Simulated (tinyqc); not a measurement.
Cyclotron resonance of ellipsoidal valleys, Ge type: one step. Line shape. Three cases, with inputs chosen for the exercise.

Question. For linear polarisation and one isotropic mass the absorbed power goes as P = [1 + (w^2 + wc^2) tau^2]/([1 + (wc^2 - w^2) tau^2]^2 + 4 w^2 tau^2), w = 2 pi nu. List it for wc/w = 0, 0.5, 0.8, 0.9, 1, 1.1, 1.2, 1.5 and 2, which is B over the resonance field.

Give: w tau; Power.

Case 1.

Values chosen (out of a larger set: near those of Ge; not measured data): nu = 9.4 GHz (microwave frequency); tau = 39 ps (scattering time).

Answer.

w tau = 2.303

Power:
```
wc/w        P
0.0    0.1586
0.5    0.2536
0.8    0.4400
0.9    0.4996
1.0    0.5225
1.1    0.4953
1.2    0.4312
1.5    0.2296
2.0   0.08955
```

The largest listed value lies at wc/w = 1.0, 3.3 times the zero-field value. The line is broad: its full width in wc/w is about 2/(w tau) = 0.87. The closest two lines of this crystal are 17.4 % apart, so they merge at this w tau.

Case 2.

Values chosen (out of a larger set: near those of Ge; not measured data): nu = 9.4 GHz (microwave frequency); tau = 36 ps (scattering time).

Answer.

w tau = 2.126

Power:
```
wc/w       P
0.0   0.1811
0.5   0.2795
0.8   0.4554
0.9   0.5072
1.0   0.5262
1.1   0.5023
1.2   0.4453
1.5   0.2518
2.0   0.1026
```

The largest listed value lies at wc/w = 1.0, 2.9 times the zero-field value. The line is broad: its full width in wc/w is about 2/(w tau) = 0.94. The closest two lines of this crystal are 83.2 % apart, more than the half width of one line, but at so small a w tau they may still show a single peak.

Case 3.

Values chosen (out of a larger set: near those of Ge; not measured data): nu = 35 GHz (microwave frequency); tau = 26 ps (scattering time).

Answer.

w tau = 5.718

Power:
```
wc/w        P
0.0   0.02968
0.5   0.06121
0.8    0.2213
0.9    0.3810
1.0    0.5038
1.1    0.3803
1.2    0.2198
1.5   0.05694
2.0   0.01653
```

The largest listed value lies at wc/w = 1.0, 17.0 times the zero-field value. With w tau well above 1 the line is sharp, of relative half width about 1/(w tau). The closest two lines of this crystal are 35.0 % apart, so they are resolved.

Computed by tinyqc, one run a case: `OMP_NUM_THREADS=1 python tinyqc.py N N+1 out.jsonl` with N = 1251796, 1251801, 1251809; one thread of a shared Intel(R) Xeon(R) Processor @ 2.30GHz, about 0.01 s a run at most.
